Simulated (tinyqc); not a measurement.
# Changing the roughness sigma

Model: sputter depth profiling of a dopant layer: erosion rate, quantification and the mixing-roughness response. Computed by tinyqc, a small Python program. Command: `OMP_NUM_THREADS=1 python tinyqc.py 3026113 3026114 out.jsonl sims sweep`. One thread of a shared host (Intel(R) Xeon(R) Processor @ 2.30GHz), about 0.04 s of CPU time with the checks.

A rastered ion beam erodes silicon (49.94 atoms per nm^3). The measured profile is the true one convolved with a depth response.

Inputs (values chosen for the exercise, modelled on a dopant in silicon under an oxygen or caesium beam):

| quantity | value | unit |
|---|---|---|
| beam energy E | 0.81 | keV |
| beam current | 42 | nA |
| raster side | 500 | um |
| sputter yield at 1 keV | 1.4 | - |
| mixing length at 1 keV | 1.7 | nm |
| depth of the layer z0 | 52 | nm |
| sheet density Q | 7.6e+13 | 1/cm^2 |
| relative sensitivity factor RSF | 5.5e+21 | 1/cm^3 |
| matrix count rate | 310000 | 1/s |
| background count rate | 1.8 | 1/s |
| counting time per point | 1 | s |
| level that defines the junction C_B | 3e+17 | 1/cm^3 |

True profile: delta layer.

Constants: e = 1.602176634e-19 C.

Method:
- Scaling chosen for the exercise: yield Y = Y1 E^0.5, mixing length w = w1 E^0.5 (E in keV).
- Erosion rate = Y I/(e x raster^2 x density); depth step = rate x counting time; concentration = RSF x counts/matrix counts; detection limit = RSF x 3 sqrt(background x time)/(matrix rate x time).
- Mixing alone turns a layer at z0 into (1/w) exp(-(z - z0 + w)/w) for z > z0 - w; roughness adds a Gaussian of width sigma. With x = z - z0 + w: g(x) = (1/(2w)) exp(sigma^2/(2 w^2) - x/w) erfc((sigma/w - x/sigma)/sqrt2), and its integral G(x) = (1/2) erfc(-x/(sigma sqrt2)) - w g(x). Measured: Q g(x), 1 nm = 1e-7 cm.
- Find the maximum, the full width at half maximum and the deep point where the profile falls to C_B; far down, the trailing edge decays by w ln(10) per decade.
- Convolution adds means and variances: the response has mean 0 (shift -w plus exponential mean w) and variance w^2 + sigma^2; a delta layer adds none.

One run for each value:

| roughness sigma (nm) | full width at half maximum (nm) | peak concentration (1/cm^3) | maximum minus centroid (nm) | apparent junction depth (nm) |
|---|---|---|---|---|
| 0.15 | 1.4257 | 3.9981e+20 | -1.2600 | 61.818 |
| 0.24 | 1.6197 | 3.6213e+20 | -1.1506 | 61.829 |
| 0.38 | 1.9166 | 3.1679e+20 | -1.0135 | 61.858 |
| 0.61 | 2.4078 | 2.6313e+20 | -0.8420 | 61.932 |
| 0.98 | 3.2133 | 2.0640e+20 | -0.6483 | 62.124 |
| 2.50 | 6.5757 | 1.0706e+20 | -0.2816 | 63.853 |
| 4.00 | 9.9540 | 7.1434e+19 | -0.1524 | 66.934 |

Give the missing row, roughness sigma (nm) = 1.60.

Computed row; columns: (1) roughness sigma (nm); (2) full width at half maximum (nm); (3) peak concentration (1/cm^3); (4) maximum minus centroid (nm); (5) apparent junction depth (nm):
```
(1)      (2)         (3)      (4)     (5)
1.60  4.5776  1.5058e+20  -0.4451  62.647
```

Interpolating between the two neighbouring rows (the first column on a logarithmic scale, the others too where they are positive) misses most in peak concentration (1/cm^3), by 2.8 %. Over the rows, full width at half maximum (nm) rises from 1.43 to 9.95 (exponent d ln y / d ln x 0.27 between the first rows and 0.88 between the last); peak concentration (1/cm^3) falls from 4.00e20 to 7.14e19 (exponent d ln y / d ln x -0.21 between the first rows and -0.86 between the last); maximum minus centroid (nm) rises from -1.26 to -0.152 (exponent d ln y / d ln x -0.19 between the first rows and -1.3 between the last). Roughness broadens both edges and makes the response more symmetric; far down the tail the slope stays w ln(10).

Extremes, crossings and ranges named in words are read from the listed rows.
